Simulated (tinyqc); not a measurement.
Worked calculation (part 1 of 3): UHF in the 6-31g basis, for H4, spin multiplicity 3. This run ends on a higher stationary point, not on the lowest solution. Computed by tinyqc, a small Python program that keeps every step (integrals from PySCF). Settings: charge = 0, multiplicity = 3, basis = 6-31g, energy threshold = 1e-08, iteration cap = 70, orthogonalisation = canonical, start = core, DIIS depth = 3, method = UHF. Command: `OMP_NUM_THREADS=1 python tinyqc.py 30177 30178 out.jsonl` (the two numbers bound the seeds that draw the settings). One thread of a shared host (Intel(R) Xeon(R) Processor @ 2.60GHz), about 0.1 s of CPU time with the checks. Later iterations appear only in the table of the cycle.

## One-electron integrals

Geometry (angstrom):
```
atom        x        y        z
H     0.00000  0.00000  0.00000
H     0.00000  0.00000  1.55400
H     0.00000  1.41400  0.00000
H     0.00000  1.41400  1.55400
```

Basis 6-31g: exponents (1/bohr^2) and contraction coefficients of normalised primitives:
```
element  l (shell)  exponent  coefficient
H            s (1)  18.73114      0.03349
H            s (1)   2.82539      0.23473
H            s (1)   0.64012      0.81376
H            s (2)   0.16128      1.00000
```

Overlap, kinetic and nuclear-attraction integrals over the contracted functions; the nuclear repulsion is the sum of Za Zb / Rab.

nuclear repulsion = 1.9332665 hartree

overlap S, order 1H 1s, 1H 2s, 2H 1s, 2H 2s, 3H 1s, 3H 2s, 4H 1s, 4H 2s:
```
[[1.00000, 0.65829, 0.04486, 0.21219, 0.07381, 0.25775, 0.00433, 0.08334],
 [0.65829, 1.00000, 0.21219, 0.49887, 0.25775, 0.56228, 0.08334, 0.28050],
 [0.04486, 0.21219, 1.00000, 0.65829, 0.00433, 0.08334, 0.07381, 0.25775],
 [0.21219, 0.49887, 0.65829, 1.00000, 0.08334, 0.28050, 0.25775, 0.56228],
 [0.07381, 0.25775, 0.00433, 0.08334, 1.00000, 0.65829, 0.04486, 0.21219],
 [0.25775, 0.56228, 0.08334, 0.28050, 0.65829, 1.00000, 0.21219, 0.49887],
 [0.00433, 0.08334, 0.07381, 0.25775, 0.04486, 0.21219, 1.00000, 0.65829],
 [0.08334, 0.28050, 0.25775, 0.56228, 0.21219, 0.49887, 0.65829, 1.00000]]
```

kinetic energy T (hartree), order 1H 1s, 1H 2s, 2H 1s, 2H 2s, 3H 1s, 3H 2s, 4H 1s, 4H 2s:
```
[[1.39568, 0.25974, -0.04316, 0.02039, -0.04905, 0.03792, -0.01017, -0.01233],
 [0.25974, 0.24192, 0.02039, 0.06473, 0.03792, 0.08381, -0.01233, 0.01035],
 [-0.04316, 0.02039, 1.39568, 0.25974, -0.01017, -0.01233, -0.04905, 0.03792],
 [0.02039, 0.06473, 0.25974, 0.24192, -0.01233, 0.01035, 0.03792, 0.08381],
 [-0.04905, 0.03792, -0.01017, -0.01233, 1.39568, 0.25974, -0.04316, 0.02039],
 [0.03792, 0.08381, -0.01233, 0.01035, 0.25974, 0.24192, 0.02039, 0.06473],
 [-0.01017, -0.01233, -0.04905, 0.03792, -0.04316, 0.02039, 1.39568, 0.25974],
 [-0.01233, 0.01035, 0.03792, 0.08381, 0.02039, 0.06473, 0.25974, 0.24192]]
```

nuclear attraction V (hartree), order 1H 1s, 1H 2s, 2H 1s, 2H 2s, 3H 1s, 3H 2s, 4H 1s, 4H 2s:
```
[[-2.61986, -1.37844, -0.09142, -0.44308, -0.15716, -0.54347, -0.00875, -0.17630],
 [-1.37844, -1.58896, -0.44308, -0.84016, -0.54347, -0.94854, -0.17630, -0.50255],
 [-0.09142, -0.44308, -2.61986, -1.37844, -0.00875, -0.17630, -0.15716, -0.54347],
 [-0.44308, -0.84016, -1.37844, -1.58896, -0.17630, -0.50255, -0.54347, -0.94854],
 [-0.15716, -0.54347, -0.00875, -0.17630, -2.61986, -1.37844, -0.09142, -0.44308],
 [-0.54347, -0.94854, -0.17630, -0.50255, -1.37844, -1.58896, -0.44308, -0.84016],
 [-0.00875, -0.17630, -0.15716, -0.54347, -0.09142, -0.44308, -2.61986, -1.37844],
 [-0.17630, -0.50255, -0.54347, -0.94854, -0.44308, -0.84016, -1.37844, -1.58896]]
```

core Hamiltonian H = T + V (hartree), order 1H 1s, 1H 2s, 2H 1s, 2H 2s, 3H 1s, 3H 2s, 4H 1s, 4H 2s:
```
[[-1.22418, -1.11871, -0.13458, -0.42270, -0.20620, -0.50555, -0.01893, -0.18863],
 [-1.11871, -1.34704, -0.42270, -0.77542, -0.50555, -0.86473, -0.18863, -0.49220],
 [-0.13458, -0.42270, -1.22418, -1.11871, -0.01893, -0.18863, -0.20620, -0.50555],
 [-0.42270, -0.77542, -1.11871, -1.34704, -0.18863, -0.49220, -0.50555, -0.86473],
 [-0.20620, -0.50555, -0.01893, -0.18863, -1.22418, -1.11871, -0.13458, -0.42270],
 [-0.50555, -0.86473, -0.18863, -0.49220, -1.11871, -1.34704, -0.42270, -0.77542],
 [-0.01893, -0.18863, -0.20620, -0.50555, -0.13458, -0.42270, -1.22418, -1.11871],
 [-0.18863, -0.49220, -0.50555, -0.86473, -0.42270, -0.77542, -1.11871, -1.34704]]
```

## Two-electron integrals

Functions are numbered as in S; the eight-fold symmetry (ij|kl) = (ji|kl) = (kl|ij) leaves the list below.

Two-electron integrals (ij|kl) in chemists' order, unique and non-zero (hartree):
```
(11|11) 1.07657    (21|11) 0.57847    (21|21) 0.32942    (22|11) 0.58740
(22|21) 0.36130    (22|22) 0.45315    (31|11) 0.02857    (31|21) 0.01755
(31|22) 0.02167    (31|31) 0.00181    (32|11) 0.08787    (32|21) 0.05691
(32|22) 0.07974    (32|31) 0.00671    (32|32) 0.03358    (33|11) 0.34039
(33|21) 0.22365    (33|22) 0.32994    (33|31) 0.02857    (33|32) 0.17481
(33|33) 1.07657    (41|11) 0.17481    (41|21) 0.10103    (41|22) 0.11343
(41|31) 0.00671    (41|32) 0.02222    (41|33) 0.08787    (41|41) 0.03358
(42|11) 0.24460    (42|21) 0.15368    (42|22) 0.20238    (42|31) 0.01281
(42|32) 0.05417    (42|33) 0.24460    (42|41) 0.05417    (42|42) 0.11277
(43|11) 0.22365    (43|21) 0.14654    (43|22) 0.21431    (43|31) 0.01755
(43|32) 0.10103    (43|33) 0.57847    (43|41) 0.05691    (43|42) 0.15368
(43|43) 0.32942    (44|11) 0.32994    (44|21) 0.21431    (44|22) 0.30806
(44|31) 0.02167    (44|32) 0.11343    (44|33) 0.58740    (44|41) 0.07974
(44|42) 0.20238    (44|43) 0.36130    (44|44) 0.45315    (51|11) 0.05009
(51|21) 0.03038    (51|22) 0.03667    (51|31) 0.00164    (51|32) 0.00569
(51|33) 0.02284    (51|41) 0.00937    (51|42) 0.01570    (51|43) 0.01502
(51|44) 0.02239    (51|51) 0.00491    (52|11) 0.11596    (52|21) 0.07457
(52|22) 0.10229    (52|31) 0.00437    (52|32) 0.01690    (52|33) 0.07055
(52|41) 0.02342    (52|42) 0.04544    (52|43) 0.04641    (52|44) 0.06966
(52|51) 0.01375    (52|52) 0.04969    (53|11) 0.00214    (53|21) 0.00137
(53|22) 0.00184    (53|31) 0.00013    (53|32) 0.00051    (53|33) 0.00215
(53|41) 0.00051    (53|42) 0.00107    (53|43) 0.00138    (53|44) 0.00185
(53|51) 0.00020    (53|52) 0.00060    (53|53) 1.69e-05   (54|11) 0.03648
(54|21) 0.02352    (54|22) 0.03250    (54|31) 0.00156    (54|32) 0.00618
(54|33) 0.02592    (54|41) 0.00776    (54|42) 0.01576    (54|43) 0.01702
(54|44) 0.02518    (54|51) 0.00423    (54|52) 0.01530    (54|53) 0.00023
(54|54) 0.00512    (55|11) 0.37379    (55|21) 0.24504    (55|22) 0.35564
(55|31) 0.01469    (55|32) 0.05923    (55|33) 0.25187    (55|41) 0.07735
(55|42) 0.15949    (55|43) 0.16579    (55|44) 0.25095    (55|51) 0.05009
(55|52) 0.21469    (55|53) 0.00215    (55|54) 0.06519    (55|55) 1.07657
(61|11) 0.21469    (61|21) 0.12377    (61|22) 0.13842    (61|31) 0.00664
(61|32) 0.02186    (61|33) 0.08629    (61|41) 0.03803    (61|42) 0.05906
(61|43) 0.05657    (61|44) 0.08291    (61|51) 0.01375    (61|52) 0.03470
(61|53) 0.00060    (61|54) 0.01088    (61|55) 0.11596    (61|61) 0.04969
(62|11) 0.28382    (62|21) 0.17775    (62|22) 0.23232    (62|31) 0.01075
(62|32) 0.04092    (62|33) 0.17116    (62|41) 0.05598    (62|42) 0.10462
(62|43) 0.11163    (62|44) 0.16262    (62|51) 0.02377    (62|52) 0.07502
(62|53) 0.00117    (62|54) 0.02368    (62|55) 0.28382    (62|61) 0.07502
(62|62) 0.14327    (63|11) 0.03384    (63|21) 0.02195    (63|22) 0.03090
(63|31) 0.00253    (63|32) 0.01267    (63|33) 0.06519    (63|41) 0.00852
(63|42) 0.02086    (63|43) 0.03811    (63|44) 0.04359    (63|51) 0.00241
(63|52) 0.00734    (63|53) 0.00023    (63|54) 0.00275    (63|55) 0.02592
(63|61) 0.00875    (63|62) 0.01700    (63|63) 0.00512    (64|11) 0.12089
(64|21) 0.07695    (64|22) 0.10462    (64|31) 0.00623    (64|32) 0.02688
(64|33) 0.12089    (64|41) 0.02688    (64|42) 0.05782    (64|43) 0.07695
(64|44) 0.10462    (64|51) 0.00997    (64|52) 0.03218    (64|53) 0.00070
(64|54) 0.01136    (64|55) 0.12089    (64|61) 0.03218    (64|62) 0.06398
(64|63) 0.01136    (64|64) 0.03565    (65|11) 0.24504    (65|21) 0.15995
(65|22) 0.22992    (65|31) 0.00966    (65|32) 0.03895    (65|33) 0.16579
(65|41) 0.05054    (65|42) 0.10377    (65|43) 0.10911    (65|44) 0.16471
(65|51) 0.03038    (65|52) 0.12377    (65|53) 0.00138    (65|54) 0.03811
(65|55) 0.57847    (65|61) 0.07457    (65|62) 0.17775    (65|63) 0.01702
(65|64) 0.07695    (65|65) 0.32942    (66|11) 0.35564    (66|21) 0.22992
(66|22) 0.32592    (66|31) 0.01428    (66|32) 0.05837    (66|33) 0.25095
(66|41) 0.07294    (66|42) 0.14998    (66|43) 0.16471    (66|44) 0.24579
(66|51) 0.03667    (66|52) 0.13842    (66|53) 0.00185    (66|54) 0.04359
(66|55) 0.58740    (66|61) 0.10229    (66|62) 0.23232    (66|63) 0.02518
(66|64) 0.10462    (66|65) 0.36130    (66|66) 0.45315    (71|11) 0.00215
(71|21) 0.00138    (71|22) 0.00185    (71|31) 0.00013    (71|32) 0.00051
(71|33) 0.00214    (71|41) 0.00051    (71|42) 0.00107    (71|43) 0.00137
(71|44) 0.00184    (71|51) 0.00020    (71|52) 0.00060    (71|53) 1.69e-05
(71|54) 0.00023    (71|55) 0.00214    (71|61) 0.00060    (71|62) 0.00117
(71|63) 0.00023    (71|64) 0.00070    (71|65) 0.00137    (71|66) 0.00184
(71|71) 1.69e-05   (72|11) 0.02592    (72|21) 0.01702    (72|22) 0.02518
(72|31) 0.00156    (72|32) 0.00776    (72|33) 0.03648    (72|41) 0.00618
(72|42) 0.01576    (72|43) 0.02352    (72|44) 0.03250    (72|51) 0.00241
(72|52) 0.00875    (72|53) 0.00023    (72|54) 0.00343    (72|55) 0.03384
(72|61) 0.00734    (72|62) 0.01700    (72|63) 0.00363    (72|64) 0.01136
(72|65) 0.02195    (72|66) 0.03090    (72|71) 0.00023    (72|72) 0.00512
(73|11) 0.02284    (73|21) 0.01502    (73|22) 0.02239    (73|31) 0.00164
(73|32) 0.00937    (73|33) 0.05009    (73|41) 0.00569    (73|42) 0.01570
(73|43) 0.03038    (73|44) 0.03667    (73|51) 0.00184    (73|52) 0.00620
(73|53) 0.00020    (73|54) 0.00241    (73|55) 0.02284    (73|61) 0.00620
(73|62) 0.01361    (73|63) 0.00423    (73|64) 0.00997    (73|65) 0.01502
(73|66) 0.02239    (73|71) 0.00020    (73|72) 0.00423    (73|73) 0.00491
(74|11) 0.07055    (74|21) 0.04641    (74|22) 0.06966    (74|31) 0.00437
(74|32) 0.02342    (74|33) 0.11596    (74|41) 0.01690    (74|42) 0.04544
(74|43) 0.07457    (74|44) 0.10229    (74|51) 0.00620    (74|52) 0.02243
(74|53) 0.00060    (74|54) 0.00875    (74|55) 0.08629    (74|61) 0.01961
(74|62) 0.04569    (74|63) 0.01088    (74|64) 0.03218    (74|65) 0.05657
(74|66) 0.08291    (74|71) 0.00060    (74|72) 0.01530    (74|73) 0.01375
(74|74) 0.04969    (75|11) 0.01469    (75|21) 0.00966    (75|22) 0.01428
(75|31) 0.00075    (75|32) 0.00334    (75|33) 0.01469    (75|41) 0.00334
(75|42) 0.00790    (75|43) 0.00966    (75|44) 0.01428    (75|51) 0.00164
(75|52) 0.00664    (75|53) 0.00013    (75|54) 0.00253    (75|55) 0.02857
(75|61) 0.00437    (75|62) 0.01075    (75|63) 0.00156    (75|64) 0.00623
(75|65) 0.01755    (75|66) 0.02167    (75|71) 0.00013    (75|72) 0.00253
(75|73) 0.00164    (75|74) 0.00664    (75|75) 0.00181    (76|11) 0.05923
(76|21) 0.03895    (76|22) 0.05837    (76|31) 0.00334    (76|32) 0.01657
(76|33) 0.07735    (76|41) 0.01384    (76|42) 0.03544    (76|43) 0.05054
(76|44) 0.07294    (76|51) 0.00569    (76|52) 0.02186    (76|53) 0.00051
(76|54) 0.00852    (76|55) 0.08787    (76|61) 0.01690    (76|62) 0.04092
(76|63) 0.00776    (76|64) 0.02688    (76|65) 0.05691    (76|66) 0.07974
(76|71) 0.00051    (76|72) 0.01267    (76|73) 0.00937    (76|74) 0.03803
(76|75) 0.00671    (76|76) 0.03358    (77|11) 0.25187    (77|21) 0.16579
(77|22) 0.25095    (77|31) 0.01469    (77|32) 0.07735    (77|33) 0.37379
(77|41) 0.05923    (77|42) 0.15949    (77|43) 0.24504    (77|44) 0.35564
(77|51) 0.02284    (77|52) 0.08629    (77|53) 0.00214    (77|54) 0.03384
(77|55) 0.34039    (77|61) 0.07055    (77|62) 0.17116    (77|63) 0.03648
(77|64) 0.12089    (77|65) 0.22365    (77|66) 0.32994    (77|71) 0.00215
(77|72) 0.06519    (77|73) 0.05009    (77|74) 0.21469    (77|75) 0.02857
(77|76) 0.17481    (77|77) 1.07657    (81|11) 0.06519    (81|21) 0.03811
(81|22) 0.04359    (81|31) 0.00253    (81|32) 0.00852    (81|33) 0.03384
(81|41) 0.01267    (81|42) 0.02086    (81|43) 0.02195    (81|44) 0.03090
(81|51) 0.00423    (81|52) 0.01088    (81|53) 0.00023    (81|54) 0.00363
(81|55) 0.03648    (81|61) 0.01530    (81|62) 0.02368    (81|63) 0.00343
(81|64) 0.01136    (81|65) 0.02352    (81|66) 0.03250    (81|71) 0.00023
(81|72) 0.00275    (81|73) 0.00241    (81|74) 0.00734    (81|75) 0.00156
(81|76) 0.00618    (81|77) 0.02592    (81|81) 0.00512    (82|11) 0.12089
(82|21) 0.07695    (82|22) 0.10462    (82|31) 0.00623    (82|32) 0.02688
(82|33) 0.12089    (82|41) 0.02688    (82|42) 0.05782    (82|43) 0.07695
(82|44) 0.10462    (82|51) 0.00997    (82|52) 0.03218    (82|53) 0.00070
(82|54) 0.01136    (82|55) 0.12089    (82|61) 0.03218    (82|62) 0.06398
(82|63) 0.01136    (82|64) 0.03565    (82|65) 0.07695    (82|66) 0.10462
(82|71) 0.00070    (82|72) 0.01136    (82|73) 0.00997    (82|74) 0.03218
(82|75) 0.00623    (82|76) 0.02688    (82|77) 0.12089    (82|81) 0.01136
(82|82) 0.03565    (83|11) 0.08629    (83|21) 0.05657    (83|22) 0.08291
(83|31) 0.00664    (83|32) 0.03803    (83|33) 0.21469    (83|41) 0.02186
(83|42) 0.05906    (83|43) 0.12377    (83|44) 0.13842    (83|51) 0.00620
(83|52) 0.01961    (83|53) 0.00060    (83|54) 0.00734    (83|55) 0.07055
(83|61) 0.02243    (83|62) 0.04569    (83|63) 0.01530    (83|64) 0.03218
(83|65) 0.04641    (83|66) 0.06966    (83|71) 0.00060    (83|72) 0.01088
(83|73) 0.01375    (83|74) 0.03470    (83|75) 0.00437    (83|76) 0.02342
(83|77) 0.11596    (83|81) 0.00875    (83|82) 0.03218    (83|83) 0.04969
(84|11) 0.17116    (84|21) 0.11163    (84|22) 0.16262    (84|31) 0.01075
(84|32) 0.05598    (84|33) 0.28382    (84|41) 0.04092    (84|42) 0.10462
(84|43) 0.17775    (84|44) 0.23232    (84|51) 0.01361    (84|52) 0.04569
(84|53) 0.00117    (84|54) 0.01700    (84|55) 0.17116    (84|61) 0.04569
(84|62) 0.09739    (84|63) 0.02368    (84|64) 0.06398    (84|65) 0.11163
(84|66) 0.16262    (84|71) 0.00117    (84|72) 0.02368    (84|73) 0.02377
(84|74) 0.07502    (84|75) 0.01075    (84|76) 0.05598    (84|77) 0.28382
(84|81) 0.01700    (84|82) 0.06398    (84|83) 0.07502    (84|84) 0.14327
(85|11) 0.07735    (85|21) 0.05054    (85|22) 0.07294    (85|31) 0.00334
(85|32) 0.01384    (85|33) 0.05923    (85|41) 0.01657    (85|42) 0.03544
(85|43) 0.03895    (85|44) 0.05837    (85|51) 0.00937    (85|52) 0.03803
(85|53) 0.00051    (85|54) 0.01267    (85|55) 0.17481    (85|61) 0.02342
(85|62) 0.05598    (85|63) 0.00618    (85|64) 0.02688    (85|65) 0.10103
(85|66) 0.11343    (85|71) 0.00051    (85|72) 0.00852    (85|73) 0.00569
(85|74) 0.02186    (85|75) 0.00671    (85|76) 0.02222    (85|77) 0.08787
(85|81) 0.00776    (85|82) 0.02688    (85|83) 0.01690    (85|84) 0.04092
(85|85) 0.03358    (86|11) 0.15949    (86|21) 0.10377    (86|22) 0.14998
(86|31) 0.00790    (86|32) 0.03544    (86|33) 0.15949    (86|41) 0.03544
(86|42) 0.08111    (86|43) 0.10377    (86|44) 0.14998    (86|51) 0.01570
(86|52) 0.05906    (86|53) 0.00107    (86|54) 0.02086    (86|55) 0.24460
(86|61) 0.04544    (86|62) 0.10462    (86|63) 0.01576    (86|64) 0.05782
(86|65) 0.15368    (86|66) 0.20238    (86|71) 0.00107    (86|72) 0.02086
(86|73) 0.01570    (86|74) 0.05906    (86|75) 0.01281    (86|76) 0.05417
(86|77) 0.24460    (86|81) 0.01576    (86|82) 0.05782    (86|83) 0.04544
(86|84) 0.10462    (86|85) 0.05417    (86|86) 0.11277    (87|11) 0.16579
(87|21) 0.10911    (87|22) 0.16471    (87|31) 0.00966    (87|32) 0.05054
(87|33) 0.24504    (87|41) 0.03895    (87|42) 0.10377    (87|43) 0.15995
(87|44) 0.22992    (87|51) 0.01502    (87|52) 0.05657    (87|53) 0.00137
(87|54) 0.02195    (87|55) 0.22365    (87|61) 0.04641    (87|62) 0.11163
(87|63) 0.02352    (87|64) 0.07695    (87|65) 0.14654    (87|66) 0.21431
(87|71) 0.00138    (87|72) 0.03811    (87|73) 0.03038    (87|74) 0.12377
(87|75) 0.01755    (87|76) 0.10103    (87|77) 0.57847    (87|81) 0.01702
(87|82) 0.07695    (87|83) 0.07457    (87|84) 0.17775    (87|85) 0.05691
(87|86) 0.15368    (87|87) 0.32942    (88|11) 0.25095    (88|21) 0.16471
(88|22) 0.24579    (88|31) 0.01428    (88|32) 0.07294    (88|33) 0.35564
(88|41) 0.05837    (88|42) 0.14998    (88|43) 0.22992    (88|44) 0.32592
(88|51) 0.02239    (88|52) 0.08291    (88|53) 0.00184    (88|54) 0.03090
(88|55) 0.32994    (88|61) 0.06966    (88|62) 0.16262    (88|63) 0.03250
(88|64) 0.10462    (88|65) 0.21431    (88|66) 0.30806    (88|71) 0.00185
(88|72) 0.04359    (88|73) 0.03667    (88|74) 0.13842    (88|75) 0.02167
(88|76) 0.11343    (88|77) 0.58740    (88|81) 0.02518    (88|82) 0.10462
(88|83) 0.10229    (88|84) 0.23232    (88|85) 0.07974    (88|86) 0.20238
(88|87) 0.36130    (88|88) 0.45315
```

## Orthogonalisation

S = U s U^T; canonical form X = U s^(-1/2), so that X^T S X = 1. Each column of U has its largest component positive (the first on a tie).

eigenvalues of S: [0.12262, 0.25970, 0.27158, 0.37616, 0.98240, 1.36310, 1.53594, 3.08849]

X, order 1H 1s, 1H 2s, 2H 1s, 2H 2s, 3H 1s, 3H 2s, 4H 1s, 4H 2s:
```
[[-0.47895, -0.58807, -0.61014, 0.69398, 0.47523, 0.34281, 0.31135, 0.14929],
 [1.34514, 0.78538, 0.74044, -0.42778, 0.16921, 0.25668, 0.25656, 0.24219],
 [0.47895, -0.58807, 0.61014, 0.69398, -0.47523, 0.34281, -0.31135, 0.14929],
 [-1.34514, 0.78538, -0.74044, -0.42778, -0.16921, 0.25668, -0.25656, 0.24219],
 [0.47895, 0.58807, -0.61014, 0.69398, -0.47523, -0.34281, 0.31135, 0.14929],
 [-1.34514, -0.78538, 0.74044, -0.42778, -0.16921, -0.25668, 0.25656, 0.24219],
 [-0.47895, 0.58807, 0.61014, 0.69398, 0.47523, -0.34281, -0.31135, 0.14929],
 [1.34514, -0.78538, -0.74044, -0.42778, 0.16921, -0.25668, -0.25656, 0.24219]]
```

## Starting guess

The start is the orbitals of the core Hamiltonian; D(s) = C_occ C_occ^T for each spin.

D(alpha) at the start, order 1H 1s, 1H 2s, 2H 1s, 2H 2s, 3H 1s, 3H 2s, 4H 1s, 4H 2s:
```
[[0.21026, 0.21986, 0.04827, 0.05569, 0.05227, 0.03131, -0.10972, -0.13286],
 [0.21986, 0.23335, 0.05569, 0.06695, 0.03131, 0.00833, -0.13286, -0.15807],
 [0.04827, 0.05569, 0.21026, 0.21986, -0.10972, -0.13286, 0.05227, 0.03131],
 [0.05569, 0.06695, 0.21986, 0.23335, -0.13286, -0.15807, 0.03131, 0.00833],
 [0.05227, 0.03131, -0.10972, -0.13286, 0.21026, 0.21986, 0.04827, 0.05569],
 [0.03131, 0.00833, -0.13286, -0.15807, 0.21986, 0.23335, 0.05569, 0.06695],
 [-0.10972, -0.13286, 0.05227, 0.03131, 0.04827, 0.05569, 0.21026, 0.21986],
 [-0.13286, -0.15807, 0.03131, 0.00833, 0.05569, 0.06695, 0.21986, 0.23335]]
```

D(beta) at the start, order 1H 1s, 1H 2s, 2H 1s, 2H 2s, 3H 1s, 3H 2s, 4H 1s, 4H 2s:
```
[[0.05027, 0.04350, 0.05027, 0.04350, 0.05027, 0.04350, 0.05027, 0.04350],
 [0.04350, 0.03764, 0.04350, 0.03764, 0.04350, 0.03764, 0.04350, 0.03764],
 [0.05027, 0.04350, 0.05027, 0.04350, 0.05027, 0.04350, 0.05027, 0.04350],
 [0.04350, 0.03764, 0.04350, 0.03764, 0.04350, 0.03764, 0.04350, 0.03764],
 [0.05027, 0.04350, 0.05027, 0.04350, 0.05027, 0.04350, 0.05027, 0.04350],
 [0.04350, 0.03764, 0.04350, 0.03764, 0.04350, 0.03764, 0.04350, 0.03764],
 [0.05027, 0.04350, 0.05027, 0.04350, 0.05027, 0.04350, 0.05027, 0.04350],
 [0.04350, 0.03764, 0.04350, 0.03764, 0.04350, 0.03764, 0.04350, 0.03764]]
```
